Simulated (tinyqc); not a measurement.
## Dose and depth of a threshold implant

Problem. A sheet of D acceptors per cm^2 lies at depth xi inside the depleted layer of a body doped Na. In the depletion approximation VT = Vfb + f2 + q D/Cox + gamma sqrt(f2 + Vsb - q D xi/(eps0 eps_r)), gamma = sqrt(2 eps0 eps_r q Na)/Cox, Cox = eps0 eox/tox. Find gamma, D and xi.

Parameters, values chosen for the exercise; band and dielectric values those of a made-up semiconductor:
- eps_r = 14 (relative permittivity)
- Na = 6.9e15 cm^-3 (acceptor density deep in the body)
- eox = 25.2 (relative permittivity of the gate insulator (close to zirconium oxide))
- tox = 36 nm (insulator thickness)
- Vfb = -0.74 V (flat-band voltage)
- f2 = 0.654 V (band bending 2 phiF at threshold)

Constants: q = 1.602176634e-19 C, eps0 = 8.8541878128e-14 F/cm where lengths are in cm. Results are converted to the units shown.

VT against the source at Vsb = 0 and 1 V (V): 0.14188174  0.18448152

Answer. With y^2 = f2 - q D xi/(eps0 eps_r) and d the difference of the thresholds over gamma, sqrt(y^2 + Vsb) - y = d gives y = (Vsb - d^2)/(2 d). The first threshold then gives D, and y^2 gives xi.

gamma = 0.0845 V^0.5
D = 6.40e11 cm^-2
xi = 13.0 nm

Computed by the program tinyqc: `OMP_NUM_THREADS=1 python tinyqc.py 2080146 2080147 out.jsonl`, one thread of a shared Intel Xeon 2.30GHz, about 0.3 s for the whole run.
